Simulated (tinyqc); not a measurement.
# p-n heterojunction, non-linear Poisson equation by Newton steps, Boltzmann statistics, step by step

tinyqc, about 0.04 s, one thread, Intel Xeon 2.30GHz (shared host): `OMP_NUM_THREADS=1 python tinyqc.py 2040067 2040068 out.jsonl` Printed values are rounded.

One dimension, material 1 (p-type) at x < 0 and material 2 (n-type) at x > 0. Band edges: Ec = -psi in material 1 and -psi + dEc in material 2, Ev = Ec - Eg. Flat quasi-Fermi levels: 0 for holes, +V for electrons. n = Nc F((EFn - Ec)/Vt), p = Nv F((Ev - EFp)/Vt), with F(eta) = exp(eta) (Boltzmann statistics); full ionisation, no interface charge, classical densities; the doping types are chosen for the exercise.

Values chosen for this exercise; band and dielectric values close to those of CdS and CdTe: temperature T = 250 K; band gap of material 1 Eg1 = 2.45 eV; relative permittivity of material 1 er1 = 8.92; conduction-band density of states of material 1 Nc1 = 1.7e18 cm^-3; valence-band density of states of material 1 Nv1 = 1.36e19 cm^-3; band gap of material 2 Eg2 = 1.52 eV; relative permittivity of material 2 er2 = 10.1; conduction-band density of states of material 2 Nc2 = 6.13e17 cm^-3; valence-band density of states of material 2 Nv2 = 1.38e19 cm^-3; conduction-band offset Ec2 - Ec1 dEc = 0.08 eV; acceptor density of material 1 N1 = 3.5e17 cm^-3; donor density of material 2 N2 = 6.8e16 cm^-3; bias of side 1 against side 2 V = -2.8 V.

Constants: q = 1.602176634e-19 C, kB = 1.380649e-23 J/K, Vt = kB T/q, eps0 = 8.8541878128e-14 F/cm where lengths are in cm. Results are converted to the units shown.

## Offsets and end potentials

dEv = Ev1 - Ev2 = Eg2 - Eg1 - dEc. Neutrality of the majority carriers far from the junction: Nv1 F((-psi_L - Eg1)/Vt) = N1 and Nc2 F((V + psi_R - dEc)/Vt) = N2. Total bending psi_R - psi_L.

dEv = -1.01 eV
psi_L = -2.37115 V
psi_R = 2.83263 V
psi_R - psi_L = 5.20378 V

The alignment is staggered (type II): dEc and dEv have opposite signs.

## Permittivity of the intervals

| node | x (nm) |
|---|---|
| 0 | -118 |
| 1 | -86.1 |
| 2 | -61 |
| 3 | -41.3 |
| 4 | -25.7 |
| 5 | -13.4 |
| 6 | -3.8 |
| 7 | 3.8 |
| 8 | 22.8 |
| 9 | 70.4 |
| 10 | 189 |
| 11 | 487 |

er1 or er2; the interface lies midway in its interval, which gets the series value 2 er1 er2/(er1 + er2).

| interval | eps_r |
|---|---|
| 0 | 8.92 |
| 1 | 8.92 |
| 2 | 8.92 |
| 3 | 8.92 |
| 4 | 8.92 |
| 5 | 8.92 |
| 6 | 9.47340 |
| 7 | 10.1 |
| 8 | 10.1 |
| 9 | 10.1 |
| 10 | 10.1 |

## Couplings between neighbouring nodes

a_i = eps0 eps_r/h_i for the interval from node i to i + 1, with h_i = x_(i+1) - x_i in cm.

| interval | coupling a_i (F/cm^2) |
|---|---|
| 0 | 2.47584e-7 |
| 1 | 3.14659e-7 |
| 2 | 4.00910e-7 |
| 3 | 5.06278e-7 |
| 4 | 6.42109e-7 |
| 5 | 8.22702e-7 |
| 6 | 1.10367e-6 |
| 7 | 4.70670e-7 |
| 8 | 1.87872e-7 |
| 9 | 7.54024e-8 |
| 10 | 3.00092e-8 |

## Starting potential

| node | material |
|---|---|
| 0 | 1 |
| 1 | 1 |
| 2 | 1 |
| 3 | 1 |
| 4 | 1 |
| 5 | 1 |
| 6 | 1 |
| 7 | 2 |
| 8 | 2 |
| 9 | 2 |
| 10 | 2 |
| 11 | 2 |

psi_L + (psi_R - psi_L)(1 + tanh(x/s))/2 on the inner nodes with s = 50 nm, psi_L and psi_R on the ends.

| node | psi at the start (V) |
|---|---|
| 0 | -2.37115 |
| 1 | -2.21011 |
| 2 | -1.95395 |
| 3 | -1.53418 |
| 4 | -1.00010 |
| 5 | -0.45034 |
| 6 | 0.03337 |
| 7 | 0.42810 |
| 8 | 1.34127 |
| 9 | 2.53879 |
| 10 | 2.82992 |
| 11 | 2.83263 |

## Iteration 1: densities, residual and Jacobian diagonal

n_i = Nc F(a_n), a_n = (V - Ec_i)/Vt; p_i = Nv F(a_p), a_p = (Ec_i - Eg)/Vt; rho_i = p_i - n_i + C_i with C = -N1 or +N2; g_i = (n_i + p_i)/Vt. Box widths w_i = (h_(i-1) + h_i)/2 in cm. Residual F_i = a_i (psi_(i+1) - psi_i) - a_(i-1) (psi_i - psi_(i-1)) + q rho_i w_i; Jacobian: a_(i-1) and a_i beside the diagonal, b_i = -a_(i-1) - a_i - q g_i w_i on it. The two end nodes are fixed.

| node | n (cm^-3) | p (cm^-3) |
|---|---|---|
| 0 | 9.65112e-87 | 3.5e17 |
| 1 | 1.70281e-83 | 1.98371e14 |
| 2 | 2.48318e-78 | 1.36031e9 |
| 3 | 7.19710e-70 | 4.69341 |
| 4 | 4.20489e-59 | 8.03324e-11 |
| 5 | 5.08701e-48 | 6.64023e-22 |
| 6 | 2.86894e-38 | 1.17740e-31 |
| 7 | 2.28753e-32 | 3.02417e-19 |
| 8 | 5.86265e-14 | 1.17999e-37 |
| 9 | 8.11063e10 | 8.52939e-62 |
| 10 | 5.99647e16 | 1.15366e-67 |
| 11 | 6.8e16 | 1.01733e-67 |

| node | residual F (C/cm^2) | diagonal b (F/cm^2) |
|---|---|---|
| 1 | -1.18998e-7 | -5.66448e-7 |
| 2 | -3.79225e-8 | -7.15569e-7 |
| 3 | 3.12958e-9 | -9.07188e-7 |
| 4 | 4.38705e-9 | -1.14839e-6 |
| 5 | -1.64573e-8 | -1.46481e-6 |
| 6 | -1.05275e-8 | -1.92638e-6 |
| 7 | 8.64164e-9 | -1.57434e-6 |
| 8 | -1.68542e-7 | -6.58542e-7 |
| 9 | -1.12494e-7 | -2.63280e-7 |
| 10 | 4.94618e-9 | -9.39470e-6 |

## Iteration 1: Newton step

Solve the tridiagonal system a_(i-1) d_(i-1) + b_i d_i + a_i d_(i+1) = -F_i for nodes 1 to 10, with d = 0 on fixed nodes. Each component d is damped to sign(d) Vt ln(1 + |d|/Vt) before it is added.

| node | Newton step d, before damping (V) |
|---|---|
| 1 | -1.07916 |
| 2 | -1.56451 |
| 3 | -1.85086 |
| 4 | -2.08379 |
| 5 | -2.27428 |
| 6 | -2.40295 |
| 7 | -2.48933 |
| 8 | -2.71023 |
| 9 | -2.36655 |
| 10 | -0.01847 |

| node | psi after iteration 1 (V) |
|---|---|
| 0 | -2.37115 |
| 1 | -2.29485 |
| 2 | -2.04656 |
| 3 | -1.63037 |
| 4 | -1.09882 |
| 5 | -0.55092 |
| 6 | -0.06838 |
| 7 | 0.32559 |
| 8 | 1.23695 |
| 9 | 2.43736 |
| 10 | 2.81658 |
| 11 | 2.83263 |

## Iteration 2: densities, residual and Jacobian diagonal

As before.

| node | n (cm^-3) | p (cm^-3) |
|---|---|---|
| 0 | 9.65112e-87 | 3.5e17 |
| 1 | 3.33281e-85 | 1.01353e16 |
| 2 | 3.37290e-80 | 1.00148e11 |
| 3 | 8.28078e-72 | 407.920 |
| 4 | 4.30276e-61 | 7.85054e-9 |
| 5 | 4.77350e-50 | 7.07635e-20 |
| 6 | 2.54925e-40 | 1.32506e-29 |
| 7 | 1.96270e-34 | 3.52467e-17 |
| 8 | 4.62340e-16 | 1.49627e-35 |
| 9 | 7.31672e8 | 9.45488e-60 |
| 10 | 3.22872e16 | 2.14261e-67 |
| 11 | 6.8e16 | 1.01733e-67 |

| node | residual F (C/cm^2) | diagonal b (F/cm^2) |
|---|---|---|
| 1 | -9.59561e-8 | -7.77064e-7 |
| 2 | -3.68796e-8 | -7.15571e-7 |
| 3 | 3.28420e-9 | -9.07188e-7 |
| 4 | 4.46771e-9 | -1.14839e-6 |
| 5 | -1.62256e-8 | -1.46481e-6 |
| 6 | -1.03933e-8 | -1.92638e-6 |
| 7 | 8.61898e-9 | -1.57434e-6 |
| 8 | -1.67142e-7 | -6.58542e-7 |
| 9 | -1.06396e-7 | -2.63275e-7 |
| 10 | 9.10731e-8 | -5.10710e-6 |

## Iteration 2: Newton step

As before.

| node | Newton step d, before damping (V) |
|---|---|
| 1 | -0.56216 |
| 2 | -1.08332 |
| 3 | -1.40037 |
| 4 | -1.65793 |
| 5 | -1.86796 |
| 6 | -2.01216 |
| 7 | -2.11024 |
| 8 | -2.35852 |
| 9 | -2.09090 |
| 10 | -0.01304 |

| node | psi after iteration 2 (V) |
|---|---|
| 0 | -2.37115 |
| 1 | -2.36593 |
| 2 | -2.13139 |
| 3 | -1.72063 |
| 4 | -1.19266 |
| 5 | -0.64731 |
| 6 | -0.16635 |
| 7 | 0.22661 |
| 8 | 1.13559 |
| 9 | 2.33858 |
| 10 | 2.80639 |
| 11 | 2.83263 |

## Course of the Newton iteration

Stop when the largest undamped |d| is below 1e-9 V, or after 80 iterations.

Course of the iteration:

| iteration | largest \|F\| (C/cm^2) | largest \|d\| (V) | at node |
|---|---|---|---|
| 1 | 1.69e-7 | 2.71 | 8 |
| 2 | 1.67e-7 | 2.36 | 8 |
| 3 | 1.66e-7 | 1.99 | 8 |
| 4 | 1.64e-7 | 1.88 | 8 |
| 5 | 1.62e-7 | 1.75 | 8 |
| 6 | 1.60e-7 | 1.50 | 8 |
| 7 | 1.57e-7 | 1.39 | 8 |
| 8 | 1.54e-7 | 1.29 | 8 |
| 9 | 1.52e-7 | 1.21 | 8 |
| ... | ... | ... | ... |
| 24 | 6.04e-8 | 0.126 | 8 |
| 25 | 4.54e-8 | 0.0848 | 8 |
| 26 | 2.94e-8 | 0.0504 | 8 |
| 27 | 1.51e-8 | 0.0244 | 8 |
| 28 | 5.23e-9 | 8.11e-3 | 8 |
| 29 | 8.06e-10 | 1.23e-3 | 8 |
| 30 | 2.21e-11 | 3.36e-5 | 8 |
| 31 | 1.72e-14 | 2.62e-8 | 8 |
| 32 | < 1e-19 | < 1e-12 | 8 |

Converged in 32 iterations. Once the step is below 0.1 Vt, 3 more iteration(s) reach the threshold: near the solution the error is roughly squared each time.

## Band edges, densities and displacement

| node | converged psi (V) |
|---|---|
| 0 | -2.37115 |
| 1 | -2.37101 |
| 2 | -2.36752 |
| 3 | -2.31618 |
| 4 | -2.09526 |
| 5 | -1.79925 |
| 6 | -1.49358 |
| 7 | -1.22204 |
| 8 | -0.61632 |
| 9 | 0.70804 |
| 10 | 2.80711 |
| 11 | 2.83263 |

Ec, Ev, n and p as defined; D = a_k (psi_(k+1) - psi_k) on the interval that holds the interface.

| node | Ec (eV) | Ev (eV) | n (cm^-3) | p (cm^-3) |
|---|---|---|---|---|
| 0 | 2.37115 | -0.07885 | 9.65112e-87 | 3.5e17 |
| 1 | 2.37101 | -0.07899 | 9.71569e-87 | 3.47674e17 |
| 2 | 2.36752 | -0.08248 | 1.14233e-86 | 2.95703e17 |
| 3 | 2.31618 | -0.13382 | 1.23831e-85 | 2.72783e16 |
| 4 | 2.09526 | -0.35474 | 3.51796e-81 | 9.60185e11 |
| 5 | 1.79925 | -0.65075 | 3.26284e-75 | 1.03526e6 |
| 6 | 1.49358 | -0.95642 | 4.73813e-69 | 0.712917 |
| 7 | 1.30204 | -0.21796 | 1.24177e-65 | 5.57097e14 |
| 8 | 0.69632 | -0.82368 | 2.01686e-53 | 343.001 |
| 9 | -0.62804 | -2.14804 | 1.00611e-26 | 6.87588e-25 |
| 10 | -2.72711 | -4.24711 | 2.08037e16 | 3.32530e-67 |
| 11 | -2.75263 | -4.27263 | 6.8e16 | 1.01733e-67 |

D = 299.700 nC/cm^2

## Check against the first integral

Exact first integral: on each side D^2/(2 eps0 er) = G, G = q [Vt (nI_j - nI_b) + Vt (pI_j - pI_b) - C (psi_j - psi_b)], with C = -N1 or +N2, b the neutral end of that side, and nI, pI the densities themselves. D is continuous, so er1 G1(psi_j) = er2 G2(psi_j) fixes psi_j. Ends from Nv1 F((-psi_L - Eg1)/Vt) = N1 and Nc2 F((V + psi_R - dEc)/Vt) = N2. D is counted positive when psi rises towards material 2.

psi_j = -1.37690 V
D = 293.530 nC/cm^2
psi_j - psi_L = 0.994254 V
psi_R - psi_j = 4.20953 V
Ec1 - EFn at the interface = 4.17690 eV
Ec2 - EFn at the interface = 4.25690 eV

Material 2 takes 80.9 % of the bending. The 12-node mesh gave D = 299.7 nC/cm^2, 2.1 % above the exact value in size.
